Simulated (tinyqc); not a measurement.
Ways to converge the cycle: SCF convergence aids in the 6-31g basis, for He, spin multiplicity 1. Computed by the program tinyqc with PySCF. RHF with one setting changed at a time; a run stops when the energy changes by less than 1e-09 hartree and the error matrix is below 1e-5. The start is the core Hamiltonian. Damping d keeps d of the old density; a shift (hartree) raises the virtual levels; DIIS n extrapolates F over n matrices.

Geometry (angstrom):
```
atom,x,y,z
He,0.0000,0.0000,0.0000
```

lowest restricted solution found by these runs and by PySCF = -2.855160 hartree

Largest element of the error matrix X^T (FDS - SDF) X:
```
iteration,plain,damping 0.3,damping 0.6,shift 0.4,DIIS 3,DIIS 8
1,6.7e-01,6.7e-01,6.7e-01,6.7e-01,6.7e-01,6.7e-01
2,5.7e-02,2.4e-01,4.3e-01,1.5e-01,5.7e-02,5.7e-02
3,4.3e-03,8.7e-02,2.7e-01,3.3e-02,3.6e-04,3.6e-04
4,3.3e-04,3.1e-02,1.7e-01,6.9e-03,1.6e-04,1.6e-04
5,2.5e-05,1.1e-02,1.1e-01,1.5e-03,1.2e-07,1.1e-04
6,1.9e-06,3.9e-03,6.9e-02,3.1e-04,9.2e-11,7.8e-05
8,-,4.9e-04,2.8e-02,1.4e-05,-,5.1e-05
10,-,6.2e-05,1.1e-02,-,-,5.5e-08
14,-,9.6e-07,1.8e-03,-,-,-
20,-,-,1.1e-04,-,-,-
30,-,-,1.1e-06,-,-,-
```

How each run ends:
```
run,iterations,E (hartree),state
plain,6,-2.85516,lowest found
damping 0.3,18,-2.85516,lowest found
damping 0.6,37,-2.85516,lowest found
shift 0.4,9,-2.85516,lowest found
DIIS 3,6,-2.85516,lowest found
DIIS 8,10,-2.85516,lowest found
```

What does the comparison show, and why?

6 of 6 runs reach the lowest restricted solution found, in 6 to 37 iterations (fastest: plain, DIIS 3). Plain steps already contract here, so damping only slows them. DIIS minimises the error, not the energy, so it can stall or settle near a saddle, and its small system turns near-singular when few rotations are active.
